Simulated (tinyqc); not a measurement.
Phonon transmission through an interface between two chains by Green functions: one step, computed by the program tinyqc.

Two semi-infinite chains (masses m_1, m_2; springs k_1, k_2), motion along the chain. The central region holds the end atom of each chain, joined by springs k_b. lambda = omega^2 in eV/(angstrom^2 u); nu = 15.6333042 THz x sqrt(lambda).

Problem. Band tops and impedances. nu_max = 15.6333042 THz x 2 sqrt(k/m); impedance Z = sqrt(k m); long-wave transmission 4 Z_1 Z_2/(Z_1 + Z_2)^2; the probe frequency is the given share of the lower band top.

Inputs (values chosen for the exercise, for two model chains): mass m_1 = 28.3 u; spring k_1 = 3.39 eV/angstrom^2; mass m_2 = 26 u; spring k_2 = 2.68 eV/angstrom^2; probe frequency / lower band top = 0.48.

Atoms in the interlayer: none.

Constants: nu for 1 eV/(angstrom^2 u) = 15.6333042 THz.

Give: band top of chain 1; band top of chain 2; Z_1; Z_2; long-wave transmission; probe frequency.

Solution.

band top of chain 1 = 10.821 THz

band top of chain 2 = 10.038 THz

Z_1 = 9.7947 sqrt(eV u)/angstrom

Z_2 = 8.3475 sqrt(eV u)/angstrom

long-wave transmission = 0.99364

probe frequency = 4.8184 THz
